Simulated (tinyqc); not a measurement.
Area and perimeter leakage from two diodes.

Question. A square diode and a finger diode leak I = JA area + JP perimeter. Find JA, JP and the side of the square at which both parts are equal.

areas (um^2): [40000, 33000]
perimeters (um): [800, 13530]
leakage currents (pA): [0.456, 6.6825000]

Answer. Two linear equations give JA and JP; for a square of side a, JA a^2 = 4 JP a at a = 4 JP/JA.

JA = 1.60e-10 A/cm^2
JP = 4.90e-12 A/cm
side for equal parts = 1.22e3 um

Numbers from tinyqc (`OMP_NUM_THREADS=1 python tinyqc.py 2290093 2290094 out.jsonl`; about 0.01 s on one thread of a shared Intel Xeon 2.30GHz).
